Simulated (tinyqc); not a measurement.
# One gate, two gates and a surrounding gate

Below threshold the potential that source and drain add obeys Laplace's equation, vanishes on the gates and decays along the channel as exp(-k y). The same ts (depleted depth over a conducting body, body thickness or wire diameter), ti and permittivities in three geometries; k is the smallest positive root of: one gate, f(k) = eps_r sin(k ti) cos(k ts) + ei cos(k ti) sin(k ts); two gates, f(k) = ei cos(k ti) cos(k ts/2) - eps_r sin(k ti) sin(k ts/2); wire, f(k) = ei J0(u)[J1(u) Y0(v) - Y1(u) J0(v)] - eps_r J1(u)[J0(u) Y0(v) - Y0(u) J0(v)], u = k ts/2, v = u + k ti. Parabolic estimates of l: sqrt((eps_r/ei) ts ti); sqrt((eps_r/(2 ei)) ts ti (1 + ei ts/(4 eps_r ti))); sqrt([2 eps_r ts^2 ln(1 + 2 ti/ts) + ei ts^2]/(16 ei)), in the same order.

Inputs (values chosen for the exercise); permittivities: semiconductor close to that of silicon, insulator close to that of zirconium oxide:

| symbol | value | unit | meaning |
|---|---|---|---|
| eps_r | 11.9 |  | relative permittivity of the semiconductor |
| ei | 26.2 |  | relative permittivity of the insulator |
| ti | 5.8 | nm | insulator thickness |
| ts | 14.4 | nm | body thickness |

Scale lengths (nm):
```
	Lambda = pi/k	l = 1/k	l(parabolic)
one gate over a conducting body	18.00	5.730	6.159
two gates	20.98	6.678	6.700
wire	14.16	4.507	4.463
```

What does the comparison show?

The wire has the shortest scale length, 0.675 times that of the double gate; the single gate over a conducting body has 0.858 times it, its layer ending directly on a conductor where the double gate has a second insulator. The parabolic estimates are 7.5 % above, 0.33 % above and 0.97 % below the exact l, in the order of the rows.

Program tinyqc, `OMP_NUM_THREADS=1 python tinyqc.py 2420136 2420137 out.jsonl`; Intel Xeon 2.30GHz, shared host, one thread, about 0.01 s.
